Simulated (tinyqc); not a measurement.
Eight-band Kane k.p model: sweeps and comparisons. A value that a table varies takes the place of the one given here.

Eight-band Kane model, basis S, X, Y, Z times spin, zero of energy at the top of the unstrained valence band, c = hbar^2/2m0. Within each spin: H_SS = Eg + A c k^2, H_SX = i P kx (likewise Y, Z), H_XX = -Dso/3 + L kx^2 + M (ky^2 + kz^2), H_XY = N kx ky, and cyclic. Spin-orbit term (Dso/3) L.sigma on X, Y, Z with (L_k)_ij = -i epsilon_kij: <X+|H|Y+> = -i Dso/3, <X+|H|Z-> = Dso/3, <Y+|H|Z-> = -i Dso/3, <Z+|H|X-> = -Dso/3, <Z+|H|Y-> = i Dso/3, <X-|H|Y-> = i Dso/3, and their conjugates; + and - are the spin along z. Terms from inversion asymmetry are left out, so every level is twofold.

P = sqrt(Ep c); A = 1/me - Ep (Eg + 2 Dso/3)/(Eg (Eg + Dso)) keeps the electron mass; g1' = g1 - Ep/(3 Eg), g2' = g2 - Ep/(6 Eg), g3' = g3 - Ep/(6 Eg) remove the coupling to S that the Luttinger values already hold; L = -c (g1' + 4 g2'), M = -c (g1' - 2 g2'), N = -6 c g3'.

Constants: hbar^2/2m0 = 3.80998211 eV angstrom^2.

Values chosen for the exercise (near those of InSb; not measured data):

| symbol | value | unit | meaning |
|---|---|---|---|
| Eg | 0.236 | eV | gap at Gamma to the s-like level |
| Dso | 0.818 | eV | spin-orbit splitting |
| Ep | 23.2 | eV | Kane energy |
| me | 0.0135 | m0 | electron mass at Gamma |
| g1 | 34.87 |  | Luttinger gamma1 |
| g2 | 15.52 |  | gamma2 |
| g3 | 16.53 |  | gamma3 |
| kmax | 0.04 | 1/angstrom | end of the path |

## Non-parabolicity of the conduction band

Unstrained, along [100], six points up to kmax. Parabolic: E = c k^2/me. Two-band form: E (1 + alpha E) = c k^2/me with alpha = (1 - me)^2/Eg. The column alpha(k) solves that form for alpha with the eight-band energy. Energies from the conduction edge.

Energies:

| \|k\| (1/angstrom) | parabolic (eV) | two-band (eV) | eight-band (eV) | alpha(k) (1/eV) | parabolic / eight-band |
|---|---|---|---|---|---|
| 0.0067 | 0.0125 | 0.0120 | 0.0120 | 3.809 | 1.046 |
| 0.0133 | 0.0502 | 0.0427 | 0.0432 | 3.768 | 1.163 |
| 0.0200 | 0.1129 | 0.0839 | 0.0856 | 3.716 | 1.318 |
| 0.0267 | 0.2007 | 0.1305 | 0.1345 | 3.660 | 1.492 |
| 0.0333 | 0.3136 | 0.1800 | 0.1872 | 3.604 | 1.675 |
| 0.0400 | 0.4516 | 0.2312 | 0.2426 | 3.550 | 1.861 |

alpha = 4.124 1/eV

What can be read from the table?

At the last point the parabola lies a factor 1.86 above the eight-band value, and the two-band form 11.4 meV below it. The parabola stays within 5 % up to |k| = 0.0067 1/angstrom of the points listed. alpha(k) goes from 3.809 to 3.550 1/eV, a spread of 6.8 % over this range; the simple rule gives 4.124, 8 % above the first value, as it knows neither Dso nor the remote terms.

## Four, six or eight bands for the holes

Unstrained, along [111]. Six bands: the X, Y, Z block alone with the full g1, g2, g3 in L, M, N. Four bands: the same with Dso sent to infinity. HH, LH and SO name the pairs from the top.

Valence levels (eV):

| \|k\| (1/angstrom) | HH 4 | HH 6 | HH 8 | LH 4 | LH 6 | LH 8 | SO 6 | SO 8 |
|---|---|---|---|---|---|---|---|---|
| 0.0067 | -0.0003 | -0.0003 | -0.0003 | -0.0115 | -0.0114 | -0.0109 | -0.8240 | -0.8196 |
| 0.0133 | -0.0012 | -0.0012 | -0.0012 | -0.0460 | -0.0448 | -0.0387 | -0.8429 | -0.8244 |
| 0.0200 | -0.0028 | -0.0028 | -0.0028 | -0.1035 | -0.0970 | -0.0752 | -0.8777 | -0.8325 |
| 0.0267 | -0.0049 | -0.0049 | -0.0049 | -0.1840 | -0.1626 | -0.1153 | -0.9339 | -0.8440 |
| 0.0333 | -0.0077 | -0.0077 | -0.0077 | -0.2876 | -0.2340 | -0.1563 | -1.0192 | -0.8591 |
| 0.0400 | -0.0110 | -0.0110 | -0.0110 | -0.4141 | -0.3025 | -0.1968 | -1.1421 | -0.8778 |

How do the results move?

At |k| = 0.0400 the heavy holes of the three models span 0.0 meV and the light holes 217.3 meV. The split-off band moves the light hole by +111.6 meV and treating the conduction band exactly moves it by +105.7 meV more; the two matter about equally here, where the four-band light-hole energy is 0.51 times Dso and 1.75 times Eg.

## What each parameter does

Unstrained; levels at |k| = kmax along [100], all derived values formed anew. Each row changes one parameter from the base and keeps the others.

Results:

| case | conduction (eV) | heavy hole (eV) | light hole (eV) | split-off (eV) |
|---|---|---|---|---|
| base | 0.4786 | -0.0233 | -0.1929 | -0.8755 |
| Eg = 0.2596 eV | 0.5092 | -0.0233 | -0.1985 | -0.8940 |
| Dso = 0.7362 eV | 0.4778 | -0.0233 | -0.1917 | -0.7979 |
| Ep = 25.52 eV | 0.4835 | -0.0233 | -0.1971 | -0.8606 |
| me = 0.0149 m0 | 0.4498 | -0.0233 | -0.2047 | -0.8773 |
| g1 = 31.383 | 0.4853 | -0.0021 | -0.1774 | -0.8551 |
| g2 = 13.968 | 0.4885 | -0.0423 | -0.1859 | -0.8734 |
| g3 = 18.183 | 0.4786 | -0.0233 | -0.1929 | -0.8755 |

What does this show?

The largest shifts from the base row, up to three for each result and ties (the steps differ in size, so this ranks the rows, not the parameters). conduction (eV): Eg +0.0305, me -0.0288, g2 +0.0099; unchanged at the printed digits by g3. heavy hole (eV): g1 +0.0213, g2 -0.0189; unchanged at the printed digits by Eg, Dso, Ep, me and g3. light hole (eV): g1 +0.0155, me -0.0118, g2 +0.0070; unchanged at the printed digits by g3. split-off (eV): Dso +0.0776, g1 +0.0203, Eg -0.0185; unchanged at the printed digits by g3. Along [100] the heavy hole does not couple to S or to g3, so it follows g1 - 2 g2 alone.

Run: tinyqc, `OMP_NUM_THREADS=1 python tinyqc.py 1080544 1080545 out.jsonl`; Intel(R) Xeon(R) Processor @ 2.30GHz, one thread, shared host; about 0.01 s of CPU time with all checks.
